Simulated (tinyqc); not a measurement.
# Resistive crossbar, vector-matrix product with wire resistance, step by step

tinyqc, about 0.03 s, one thread, Intel Xeon 2.30GHz (shared host): `OMP_NUM_THREADS=1 python tinyqc.py 2880117 2880118 out.jsonl` Printed values are rounded.

2 rows and 2 columns. Cell (i, j) joins row node wij to column node bij. Each row is driven at its left end through one wire segment rw; neighbouring nodes along a row or a column are joined by rw; each column ends below the last row in one more rw and a virtual ground, where its current is read. Ideal output: I_j = sum_i V_i G_ij.

Values chosen for this exercise: wire resistance between neighbouring cells rw = 20 ohm; input voltages of the rows V = [0.13, 0.38] V.

## The nodal equations

cell conductances G (uS):
```
       column 1  column 2
row 1       460       220
row 2       290       160
```

Kirchhoff current law at every node, A x = b: A holds the sum of the conductances at a node on the diagonal and minus the conductance between two nodes off it (wire conductance 1/rw); b = V_i/rw at the first node of row i.

A (uS):
```
           w11     w12        w21     w22     b11     b12        b21        b22
w11  1.00460e5  -50000          0       0    -460       0          0          0
w12     -50000   50220          0       0       0    -220          0          0
w21          0       0  1.00290e5  -50000       0       0       -290          0
w22          0       0     -50000   50160       0       0          0       -160
b11       -460       0          0       0   50460       0     -50000          0
b12          0    -220          0       0       0   50220          0     -50000
b21          0       0       -290       0  -50000       0  1.00290e5          0
b22          0       0          0    -160       0  -50000          0  1.00160e5
```

b (uA): w11 6500, w12 0, w21 19000, w22 0, b11 0, b12 0, b21 0, b22 0

## Node voltages and column currents

Solve A x = b; I_j = b2j/rw.

row nodes (mV): w11 128.308, w12 127.756, w21 376.639, w22 375.443
column nodes (mV): b11 4.44443, b12 2.29984, b21 3.30489, b22 1.74783
column currents (uA): column 1 165.244, column 2 87.3917

## Error against the ideal product

Ideal I_j = sum_i V_i G_ij; error = I/ideal - 1.

ideal currents (uA): column 1 170, column 2 89.4
error (%): column 1 -2.797, column 2 -2.246

The largest error is in column 1. All currents fall short, since the wires take part of the voltage.
